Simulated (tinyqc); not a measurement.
Inside a calculation: finite square well with mass mismatch (envelope functions). Values are carried at full precision from step to step, so a last printed digit may differ when a step is redone from the rounded ones.

A square well of width L and depth V0, mass mw inside and mb outside, energies from the bottom of the well, c = hbar^2/2m0. k = sqrt(mw E/c), kappa = sqrt(mb (V0 - E)/c). psi and psi'/m are continuous at the walls (BenDaniel-Duke), so level n solves k L + 2 atan[(k/mw)/(kappa/mb)] = n pi.

Constants: hbar^2/2m0 = 3.80998211 eV angstrom^2.

Parameters, chosen for this exercise (near those of a non-polar GaN well in AlGaN; the results hold for these values, not for the real material):
- L = 81 angstrom (well width)
- V0 = 0.495 eV (barrier height)
- mw = 0.196 m0 (mass in the well)
- mb = 0.24 m0 (mass in the barrier)
- alpha_w = 0.19 1/eV (non-parabolicity in the well)
- alpha_b = 0.67 1/eV (non-parabolicity in the barrier)

## How many levels are bound

At E = V0 the arctangent equals pi/2, so level n is bound if k0 L > (n - 1) pi with k0 = sqrt(mw V0/c). Compare with the infinitely deep well, E1(hard) = c (pi/L)^2/mw.

k0 = 0.15958 1/angstrom
k0 L/pi = 4.1144
number of bound levels = 5
E1(hard) = 0.0292 eV

The count does not depend on mb. One more level binds at L = 98.4 angstrom.

## The lowest level by bisection

f(E) = k L + 2 atan[(k/mw)/(kappa/mb)] - pi rises with E. Twelve halvings of [0, V0]: keep the half in which f changes sign.

Bisection:
```
step  low (eV)  high (eV)  midpoint (eV)        k    kappa        f
1      0.00000    0.49500        0.24750  0.11284  0.12486   7.6701
2      0.00000    0.24750        0.12375  0.07979  0.15292   4.4583
3      0.00000    0.12375        0.06187  0.05642  0.16518   2.2206
4      0.00000    0.06187        0.03094  0.03989  0.17097   0.6464
5      0.00000    0.03094        0.01547  0.02821  0.17380  -0.4643
6      0.01547    0.03094        0.02320  0.03455  0.17239   0.1382
7      0.01547    0.02320        0.01934  0.03154  0.17310  -0.1479
8      0.01934    0.02320        0.02127  0.03308  0.17275  -0.0016
9      0.02127    0.02320        0.02224  0.03382  0.17257   0.0690
10     0.02127    0.02224        0.02175  0.03345  0.17266   0.0339
11     0.02127    0.02175        0.02151  0.03327  0.17270   0.0162
12     0.02127    0.02151        0.02139  0.03317  0.17272   0.0073
```

After twelve halvings the bracket is V0/4096 = 0.121 meV wide.

## Bound levels

Solve the condition for each n (six at most). With A = cos(kL/2) for even and sin(kL/2) for odd levels, the probability in the barriers is Pb = (A^2/kappa)/(A^2/kappa + L/2 +/- sin(kL)/(2k)), + for even.

Levels:
```
n  parity  E (eV)  k (1/angstrom)  kappa (1/angstrom)      Pb
1    even  0.0213         0.03310             0.17274  0.0064
2     odd  0.0848         0.06606             0.16074  0.0263
3    even  0.1892         0.09867             0.13878  0.0639
4     odd  0.3304         0.13037             0.10182  0.1370
5    even  0.4861         0.15814             0.02364  0.5025
```

The lowest level lies at 73 % of the infinite-well value and decays into the barrier over 1/kappa = 5.8 angstrom.

## Mass in the plane and density of states

To first order in the in-plane energy, 1/m_par = (1 - Pb)/mw + Pb/mb for each subband. Each adds a step D = m_par/(2 pi c) to the density of states per area (spin included, one valley); 1/angstrom^2 = 1e16/cm^2.

Subbands:
```
n  m_par (m0)  D (1e13/(eV cm^2))
1      0.1962               8.197
2      0.1969               8.227
3      0.1983               8.285
4      0.2010               8.398
5      0.2159               9.018
```

## Levels with energy-dependent masses

Non-parabolic bands: mw is replaced by mw (1 + alpha_w E) and mb by mb (1 - alpha_b (V0 - E)), in k, kappa and the matching condition alike.

Solve the same condition with the energy-dependent masses, and list the shift from the parabolic levels that exist in both.

Levels:
```
n  E (eV)  mass inside  mass outside  shift (meV)
1  0.0223       0.1968        0.1640          1.0
2  0.0871       0.1992        0.1744          2.3
3  0.1888       0.2030        0.1908         -0.5
4  0.3193       0.2079        0.2118        -11.1
5  0.4638       0.2133        0.2350        -22.3
```

Level 1 moves by +1.0 meV and level 5 by -22.3 meV. The lighter mass deep in the barrier hardens the wall for low levels; the heavier mass in the well wins higher up.

## Checks

- Lowest level by finite differences (200 cells across the well) against the matching condition, eV: both 0.0213.

Program tinyqc; command `OMP_NUM_THREADS=1 python tinyqc.py 1282203 1282204 out.jsonl`; about 0.01 s on one thread of a shared Intel(R) Xeon(R) Processor @ 2.30GHz.
